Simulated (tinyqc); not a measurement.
The liquidus: liquidus of a compound AB in a simple-solution melt, liquid-phase epitaxy and vapour pressures. Computed by tinyqc, a small Python program. Command: `OMP_NUM_THREADS=1 python tinyqc.py 3011188 3011189 out.jsonl liq35 walk`. One thread of a shared host (Intel(R) Xeon(R) Processor @ 2.30GHz), about 0.05 s of CPU time with the checks.

x is the atom fraction of B in the melt. The melt is a simple solution: R T ln gamma_B = W (1 - x)^2, R T ln gamma_A = W x^2, W = a + b T. The solid AB is stoichiometric.

Inputs (values chosen for the exercise, for a model compound):
```
quantity               value       unit
melting point T_F       1502          K
entropy of fusion S_F   72.1  J/(mol K)
interaction a           25.8     kJ/mol
interaction slope b    -29.9  J/(mol K)
```

Constants: R = 8.314462618 J/(mol K).

Method. Liquidus (Vieland): f(x) = R T ln[4 x (1 - x)] + 2 W (1/2 - x)^2 + S_F (T_F - T) = 0.

Solubility; ideal: W = 0; dilute: (1/4) exp[-(S_F (T_F - T) + W/2)/(R T)]:
```
T (K)           x       ideal      dilute  W (kJ/mol)
751    3.2779e-05  4.2846e-05  3.2777e-05      3.3451
871    4.7543e-04  4.6754e-04  4.7522e-04     -0.2429
991    3.6065e-03  2.8659e-03  3.6056e-03     -3.8309
1111   1.7483e-02  1.1961e-02  1.7658e-02     -7.4189
1232   6.0329e-02  3.8888e-02  6.4055e-02    -11.0368
1352   1.5416e-01  1.0696e-01  1.8307e-01    -14.6248
1442   2.7832e-01  2.2482e-01  3.5880e-01    -17.3158
1487   3.8916e-01  3.5530e-01  4.8720e-01    -18.6613
```

x over the ideal value is 0.77 in the first row and 1.10 in the last, and lies between 0.77 and 1.55: W > 0 lowers the solubility and W < 0 raises it, by about exp(-W/(2 R T)) when dilute. The dilute form is within 5 % in 4 of the eight rows. Near T_F the liquidus closes as a parabola about x = 1/2.

Extremes, crossings and ranges named in words are read from the listed rows.
